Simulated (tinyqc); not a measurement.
Worked calculation: MP2 on RHF in the 6-31g basis, for H3+, spin multiplicity 1. One step of it, computed by the program tinyqc.

Problem. Second-order Moller-Plesset energy. E2 = sum_ijab (ia|jb) [2 (ia|jb) - (ib|ja)] / (e_i + e_j - e_a - e_b) over occupied i, j and virtual a, b; the opposite-spin part is (ia|jb)^2 / denominator, the rest is same-spin, and SCS-MP2 scales them by 6/5 and 1/3.

orbital energies (hartree): MO1 -1.055971, MO2 -0.357174, MO3 -0.021552, MO4 0.504690, MO5 0.604518, MO6 0.945740

Two-electron integrals over orbitals (pq|rs), unique and non-zero (hartree):
```
(11|11) 0.611130    (21|11) -0.003948   (21|21) 0.121509    (22|11) 0.467386
(22|21) 0.003486    (22|22) 0.456504    (31|11) 0.083524    (31|21) 0.000537
(31|22) 0.000159    (31|31) 0.058011    (32|11) 0.001440    (32|21) -0.072290
(32|22) -0.002664   (32|31) -0.001100   (32|32) 0.074818    (33|11) 0.391518
(33|21) -0.002636   (33|22) 0.360071    (33|31) 0.018953    (33|32) 0.002384
(33|33) 0.337222    (41|11) -0.104029   (41|21) 0.003323    (41|22) -0.074032
(41|31) -0.014126   (41|32) -0.000865   (41|33) -0.038572   (41|41) 0.062396
(42|11) 0.005066    (42|21) -0.049945   (42|22) 0.000859    (42|31) 0.000459
(42|32) 0.022574    (42|33) 0.001561    (42|41) -0.003359   (42|42) 0.040520
(43|11) -0.002451   (43|21) 0.001012    (43|22) 0.010644    (43|31) -0.002254
(43|32) -0.001168   (43|33) 0.001269    (43|41) 0.009704    (43|42) 0.000320
(43|43) 0.020701    (44|11) 0.472822    (44|21) -0.006758   (44|22) 0.396231
(44|31) 0.047395    (44|32) 0.003620    (44|33) 0.337317    (44|41) -0.054447
(44|42) 0.005212    (44|43) 0.014651    (44|44) 0.416768    (51|11) 0.000594
(51|21) -0.069501   (51|22) -0.004221   (51|31) 0.000325    (51|32) 0.027126
(51|33) 0.000193    (51|41) -0.001365   (51|42) 0.046695    (51|43) -0.000138
(51|44) 0.002822    (51|51) 0.059063    (52|11) -0.125747   (52|21) -0.003905
(52|22) -0.108446   (52|31) -0.006691   (52|32) 0.001523    (52|33) -0.040806
(52|41) 0.057653    (52|42) 0.001060    (52|43) -0.010012   (52|44) -0.088104
(52|51) 0.005510    (52|52) 0.088765    (53|11) 0.002236    (53|21) -0.012710
(53|22) 0.000555    (53|31) 0.000333    (53|32) 0.028348    (53|33) 0.001935
(53|41) -0.000132   (53|42) -0.009964   (53|43) -0.000866   (53|44) 0.002218
(53|51) -0.009726   (53|52) -0.001912   (53|53) 0.030372    (54|11) -0.001737
(54|21) 0.101373    (54|22) 0.003806    (54|31) 0.000897    (54|32) -0.060040
(54|33) -0.001791   (54|41) 0.002778    (54|42) -0.047106   (54|43) 0.001026
(54|44) -0.004747   (54|51) -0.063588   (54|52) -0.004505   (54|53) -0.007854
(54|54) 0.095739    (55|11) 0.441340    (55|21) 0.011799    (55|22) 0.432643
(55|31) 0.000024    (55|32) -0.007567   (55|33) 0.337928    (55|41) -0.078337
(55|42) -0.003549   (55|43) 0.010754    (55|44) 0.384196    (55|51) -0.010267
(55|52) -0.114739   (55|53) -0.000052   (55|54) 0.012005    (55|55) 0.433811
(61|11) -0.071426   (61|21) -0.001897   (61|22) 0.028387    (61|31) -0.063149
(61|32) 0.001843    (61|33) -0.021558   (61|41) 0.017568    (61|42) 0.001319
(61|43) 0.026671    (61|44) -0.019091   (61|51) 0.000321    (61|52) -0.023643
(61|53) -0.000474   (61|54) -0.001833   (61|55) 0.035017    (61|61) 0.110364
(62|11) -0.002923   (62|21) 0.079094    (62|22) 0.000446    (62|31) 0.001395
(62|32) -0.041400   (62|33) -0.001586   (62|41) 0.002988    (62|42) -0.046167
(62|43) -0.000535   (62|44) -0.005146   (62|51) -0.057631   (62|52) -0.002393
(62|53) 0.010344    (62|54) 0.072909    (62|55) 0.006696    (62|61) -0.003808
(62|62) 0.070304    (63|11) -0.140058   (63|21) 0.001738    (63|22) -0.074379
(63|31) -0.039379   (63|32) -0.000016   (63|33) -0.049622   (63|41) 0.049376
(63|42) -0.002571   (63|43) 0.006511    (63|44) -0.083154   (63|51) -0.000863
(63|52) 0.049575    (63|53) -0.000050   (63|54) 0.000878    (63|55) -0.066685
(63|61) 0.044494    (63|62) 0.001683    (63|63) 0.066658    (64|11) 0.026206
(64|21) 0.004728    (64|22) -0.045459   (64|31) 0.050369    (64|32) -0.003783
(64|33) 0.002446    (64|41) 0.008402    (64|42) -0.002824   (64|43) -0.011062
(64|44) 0.008155    (64|51) -0.001699   (64|52) 0.036140    (64|53) -0.000229
(64|54) 0.004669    (64|55) -0.054902   (64|61) -0.079566   (64|62) 0.005556
(64|63) -0.020082   (64|64) 0.075735    (65|11) 0.000231    (65|21) -0.101942
(65|22) -0.004781   (65|31) -0.001380   (65|32) 0.070360    (65|33) 0.001298
(65|41) -0.001623   (65|42) 0.054859    (65|43) -0.000445   (65|44) 0.004514
(65|51) 0.067621    (65|52) 0.005277    (65|53) 0.009793    (65|54) -0.096810
(65|55) -0.013522   (65|61) 0.003259    (65|62) -0.077939   (65|63) -0.000021
(65|64) -0.005555   (65|65) 0.109955    (66|11) 0.598429    (66|21) -0.009047
(66|22) 0.461314    (66|31) 0.082319    (66|32) 0.004828    (66|33) 0.392256
(66|41) -0.126544   (66|42) 0.007951    (66|43) -0.008543   (66|44) 0.466644
(66|51) 0.003730    (66|52) -0.131408   (66|53) 0.002669    (66|54) -0.006845
(66|55) 0.446771    (66|61) -0.084667   (66|62) -0.006918   (66|63) -0.152008
(66|64) 0.030354    (66|65) 0.005459    (66|66) 0.633581
```

Hartree-Fock energy = -1.21659225 hartree

Give: Terms; Pair energies; MP2 correlation energy; SCS-MP2 correlation energy; MP2 total energy.

Solution.

Terms:
```
i  j  a  b   (ia|jb)   (ib|ja)  denominator       term
1  1  2  2    0.1215    0.1215      -1.3976    -0.0106
1  1  6  6    0.1104    0.1104      -4.0034    -0.0030
1  1  5  2   -0.0695   -0.0695      -2.3593    -0.0020
1  1  2  5   -0.0695   -0.0695      -2.3593    -0.0020
1  1  3  3    0.0580    0.0580      -2.0688    -0.0016
1  1  3  6   -0.0631   -0.0631      -3.0361    -0.0013
1  1  6  3   -0.0631   -0.0631      -3.0361    -0.0013
1  1  4  4    0.0624    0.0624      -3.1213    -0.0012
1  1  5  5    0.0591    0.0591      -3.3210    -0.0011
1  1  4  6    0.0176    0.0176      -3.5624  -8.66e-05
1  1  6  4    0.0176    0.0176      -3.5624  -8.66e-05
1  1  3  4   -0.0141   -0.0141      -2.5951  -7.69e-05
1  1  4  3   -0.0141   -0.0141      -2.5951  -7.69e-05
1  1  4  2    0.0033    0.0033      -2.2595  -4.89e-06
1  1  2  4    0.0033    0.0033      -2.2595  -4.89e-06
1  1  2  6   -0.0019   -0.0019      -2.7005  -1.33e-06
1  1  6  2   -0.0019   -0.0019      -2.7005  -1.33e-06
1  1  5  4   -0.0014   -0.0014      -3.2211  -5.79e-07
1  1  4  5   -0.0014   -0.0014      -3.2211  -5.79e-07
1  1  3  2    0.0005    0.0005      -1.7332  -1.66e-07
1  1  2  3    0.0005    0.0005      -1.7332  -1.66e-07
1  1  3  5  3.25e-04  3.25e-04      -2.6949  -3.92e-08
1  1  5  3  3.25e-04  3.25e-04      -2.6949  -3.92e-08
1  1  6  5  3.21e-04  3.21e-04      -3.6622  -2.82e-08
1  1  5  6  3.21e-04  3.21e-04      -3.6622  -2.82e-08
```

Pair energies (hartree; pair i-j sums ij and ji):
```
pair  opposite spin  same spin
1-1         -0.0246          0
```

MP2 correlation energy = -0.024594 hartree

SCS-MP2 correlation energy = -0.029513 hartree

MP2 total energy = -1.241186 hartree
